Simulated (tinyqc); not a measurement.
## IGBT as a p-i-n diode in series with a MOS channel, on-state and switching loss: effect of the channel and accumulation resistance

High injection (n = p) in a drift layer from x = -W/2 (anode) to +W/2 (cathode side), recombination only in the layer with lifetime tau, ideal emitters. The channel feeds the cathode side and carries the whole current. Auger recombination, carrier-carrier scattering, emitter losses and the carrier dip under the p body are left out.

b = mn/mp, B = (b - 1)/(b + 1), La = sqrt(2 Vt mn mp tau/(mn + mp)), y = W/(2 La). n(x) = (tau J/(2 q La))[cosh(x/La)/sinh y - B sinh(x/La)/cosh y]. Vm = Vt [(8 b/(b + 1)^2)(sinh y/s) arctan(s sinh y) + B ln((1 + B tanh^2 y)/(1 - B tanh^2 y))], s = sqrt(1 - B^2 tanh^2 y); Vj = Vt ln(n(-W/2) n(W/2)/ni^2), ni = sqrt(Nc Nv) exp(-Eg/(2 Vt)), Eg in volts; Vc = J Rch; Von = Vm + Vj + Vc. Stored charge tau J, turn-off energy Eoff = ks tau J Vdc, loss at half duty 0.5 J Von + f Eoff. A unipolar device on the same layer has Vu = J (W/(q mn Nd) + Rch).

Inputs (values chosen for the exercise); material values close to those of silicon:
- T = 400 K (temperature)
- Eg = 1.14 eV (band gap)
- Nc = 4.36e19 cm^-3 (conduction-band density of states at T)
- Nv = 4.03e19 cm^-3 (valence-band density of states at T)
- mn = 743 cm^2/(V s) (electron mobility)
- mp = 255 cm^2/(V s) (hole mobility)
- W = 350 um (width of the drift layer)
- Nd = 1.8e13 cm^-3 (doping of the drift layer)
- tau = 15 us (high-injection lifetime)
- J = 250 A/cm^2 (current density)
- Vdc = 1800 V (link voltage)
- ks = 0.09 (turn-off energy per stored charge and link voltage)
- f = 5 kHz (switching frequency)

Constants: q = 1.602176634e-19 C, kB = 1.380649e-23 J/K, Vt = kB T/q. Results are converted to the units shown.

The same in every row: y = 1.249; Eoff (mJ/cm^2) = 607.5.

Results:
```
Rch (mohm cm^2)	Von (V)	Vu (V)	total loss (W/cm^2)
0.2	1.029	4084	3166
0.4	1.079	4084	3172
0.78	1.174	4084	3184
1.5	1.354	4084	3207
6.1	2.504	4085	3350
12	3.979	4087	3535
```

Estimate the missing row, Rch = 3.1 mohm cm^2.

Computed row:
```
Rch (mohm cm^2)	Von (V)	Vu (V)	total loss (W/cm^2)
3.1	1.754	4084	3257
```

With this row back in the table: As Rch goes from 0.2 to 12 mohm cm^2, Von rises from 1.03 to 3.98 V, Eoff stays at 607 mJ/cm^2 and the total loss rises from 3170 to 3530 W/cm^2. Von is below Vu in 7 of the 7 rows. In every row the density at the anode passes 2e17 cm^-3, where Auger recombination and emitter losses matter.

tinyqc, about 0.01 s, one thread, Intel Xeon 2.30GHz (shared host): `OMP_NUM_THREADS=1 python tinyqc.py 2590153 2590154 out.jsonl`
